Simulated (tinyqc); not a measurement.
Long runs: velocity against field: Monte Carlo simulation of one carrier in a uniform electric field. Computed by tinyqc, a small Python program. Command: `OMP_NUM_THREADS=1 python tinyqc.py 3012354 3012355 out.jsonl mcfl walk`. One thread of a shared host (Intel(R) Xeon(R) Processor @ 2.30GHz), about 1 s of CPU time with the checks.

The force e F acts along +z. Flights end at the constant total rate Gamma; the part of Gamma that the real rates do not fill is self-scattering, which leaves k unchanged. One valley, no impurities; equivalent final valleys enter only through Z_f in the optical rate.

Inputs (values chosen for the exercise, modelled on holes in silicon):
```
quantity                                             value       unit
effective mass m                                     0.491        m_0
non-parabolicity alpha                                0.31       1/eV
density rho                                           2329     kg/m^3
sound velocity v_l                                    9070        m/s
acoustic deformation potential D_A                     5.7         eV
phonon energy hbar w                                  62.2        meV
optical or intervalley deformation potential D_o         9  1e8 eV/cm
final valleys Z_f                                        1          -
lattice temperature T                                  200          K
electric field F                                        22      kV/cm
energy E_max up to which Gamma must cover the rates      1         eV
seed of the random numbers                            1245          -
```

Crystal: non-polar. Band: Kane.

Constants: k_B = 1.380649e-23 J/K; e = 1.602176634e-19 C; hbar = 1.054571817e-34 J s; m_0 = 9.1093837015e-31 kg; hbar = 6.582119569e-16 eV s; k_B = 8.617333262e-05 eV/K.

Method:
- Kane band: hbar^2 k^2/(2 m) = E (1 + alpha E), speed v = hbar k/(m (1 + 2 alpha E)), states per spin, volume and energy g(E) = m k (1 + 2 alpha E)/(2 pi^2 hbar^2); overlap factors are set to 1. Masses are multiplied by m_0 and all formulas are in SI units.
- Phonon occupation N_q = 1/(exp(hbar w/(k_B T)) - 1).
- Acoustic deformation potential (elastic, equipartition, absorption and emission together): 1/tau = 2 pi k_B T D_A^2 g(E)/(hbar rho v_l^2).
- Optical or intervalley deformation potential: 1/tau = (pi Z_f D_o^2/(rho w)) [N_q g(E + hbar w) + (N_q + 1) g(E - hbar w)], with g = 0 below the band edge.
- Gamma is 1.05 times the largest total rate on the grid E = (j + 1/2) E_max/400, j = 0..399.
- On the grid E_j = (j + 1/2) hbar w/12 up to 20 k_B T + 2 hbar w, solve (sum of rates) l(E) = v(E); mu_0 = e sum g v l exp(-E/k_B T)/(3 k_B T sum g exp(-E/k_B T)).
- Flight: t = -ln(r1)/Gamma; k_z grows by e F t/hbar; E follows from the band; dz = (E_end - E_start)/(e F).
- Choice: with cumulative rates in the order acoustic, absorption, emission, the process is the first whose sum exceeds r2 Gamma; if none, self-scattering.
- Final state: E' = E, E + hbar w or E - hbar w gives k'. Isotropic processes: cos(theta) = 1 - 2 r3 from the z axis, phi = 2 pi r4, k' (sin theta cos phi, sin theta sin phi, cos theta).
- Each row: 250 carriers from a thermal start, 1600 flights each, the first half discarded, random numbers not printed; the error is the standard error over ten groups; the mean energy is taken at the ends of flights, which sample time evenly. Fields at which more than 0.02 % of the events exceed Gamma are left out.

Gamma = 52.1434 1e12/s

low-field mobility mu_0 = 2770.75 cm^2/(V s)

Monte Carlo results:
```
F (kV/cm)  drift velocity (1e5 m/s)  error (1e5 m/s)  mu_0 F (1e5 m/s)  mean energy (meV)  real events (%)
5.5                           0.601           0.0110             1.524               44.0             3.91
11.0                          0.766           0.0087             3.048               59.7             5.95
22.0                          0.896           0.0042             6.096               92.9            10.30
44.0                          0.977           0.0048            12.191              173.0            19.10
```

What follows from these numbers?

At the lowest field the drift velocity is 0.39 +/- 0.01 of the ohmic value mu_0 F, at the highest 0.08 +/- 0.00. The mean energy goes from 44 to 173 meV against the parabolic-band thermal value 3 k_B T/2 = 26 meV: the carriers heat, more of them reach the emission threshold, where they lose momentum, and the curve bends below the ohmic line. Only 4 to 19 % of the events are real; the rest is the price of a constant Gamma. Where hbar w is several k_B T, energy relaxes slowly and the low-field energies may still be drifting.

Extremes, crossings and ranges named in words are read from the listed rows.
